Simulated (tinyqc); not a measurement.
Schottky barrier on an n-type semiconductor with a doping step, non-linear Poisson equation by Newton steps: course of the Newton iteration.

One dimension, metal at x = 0, donor density C(x) = N1 for x < x1 and Nd beyond. Energies are counted from the electron Fermi level of the semiconductor and the conduction-band edge is Ec = -psi, so n = Nc exp(psi/Vt); holes follow the Fermi level of the metal, at -V, so p = Nv exp((V - psi - Eg)/Vt). Ends: psi(0) = V - phiB and psi = Vt ln(Nd/Nc) deep inside. Boltzmann statistics, full ionisation, no current, no image force in the Poisson equation.

a_i = eps0 eps_r/h_i for the interval from node i to i + 1, with h_i = x_(i+1) - x_i in cm.

Start: The parabola psi_b - (psi_b - psi_0)(1 - x/W)^2 for x < W and psi_b beyond, with psi_0 = V - phiB, psi_b = Vt ln(Nd/Nc), W = sqrt(2 eps0 eps_r (psi_b - psi_0)/(q Nd)).

n_i = Nc exp(psi_i/Vt), p_i = Nv exp((V - psi_i - Eg)/Vt), rho_i = p_i - n_i + C_i, g_i = (n_i + p_i)/Vt. Box widths w_i = (h_(i-1) + h_i)/2 in cm. Residual F_i = a_i (psi_(i+1) - psi_i) - a_(i-1) (psi_i - psi_(i-1)) + q rho_i w_i; Jacobian: a_(i-1) and a_i beside the diagonal, b_i = -a_(i-1) - a_i - q g_i w_i on it. The two end nodes are fixed.

Solve the tridiagonal system a_(i-1) d_(i-1) + b_i d_i + a_i d_(i+1) = -F_i for nodes 1 to 12, with d = 0 on fixed nodes. Each component d is damped to sign(d) Vt ln(1 + |d|/Vt) before it is added.

Stop when the largest undamped |d| is below 1e-9 V, or after 80 iterations.

Parameters, values chosen for the exercise; band and dielectric values close to those of gallium arsenide: temperature T = 300 K; band gap Eg = 1.4 eV; relative permittivity eps_r = 13; conduction-band density of states at T Nc = 4.34e17 cm^-3; valence-band density of states at T Nv = 9.13e18 cm^-3; donor density deep in the semiconductor Nd = 3.2e15 cm^-3; barrier height phiB = 0.58 eV; bias of the metal against the semiconductor V = 0 V; depth of the doping step x1 = 330 nm; donor density above the step N1 = 1.6e16 cm^-3.

Constants: q = 1.602176634e-19 C, kB = 1.380649e-23 J/K, Vt = kB T/q, eps0 = 8.8541878128e-14 F/cm where lengths are in cm. Results are converted to the units shown.

```
node  x (nm)  donor density C (cm^-3)
0          0                   1.6e16
1         53                   1.6e16
2        113                   1.6e16
3        180                   1.6e16
4        257                   1.6e16
5        343                   3.2e15
6        441                   3.2e15
7        551                   3.2e15
8        675                   3.2e15
9        816                   3.2e15
10       974                   3.2e15
11      1150                   3.2e15
12      1360                   3.2e15
13      1580                   3.2e15
```

Course of the iteration:
```
iteration  largest |F| (C/cm^2)  largest |d| (V)  at node
1                       1.66e-8            0.317        3
2                       1.35e-8            0.176        3
3                       1.10e-8           0.0775        2
4                       6.04e-9           0.0312        2
5                       2.52e-9          8.08e-3        2
6                      3.47e-10          9.45e-4        2
7                      6.12e-12          1.63e-5        2
8                      1.88e-15          5.01e-9        2
9                       < 1e-20          < 1e-13        2
```

Did this iteration meet its convergence test, and what does its course show?

Yes. Converged in 9 iterations. Once the step is below 0.1 Vt, 3 more iteration(s) reach the threshold: near the solution the error is roughly squared each time.

Program tinyqc, `OMP_NUM_THREADS=1 python tinyqc.py 2020090 2020091 out.jsonl`; Intel Xeon 2.30GHz, shared host, one thread, about 0.07 s.
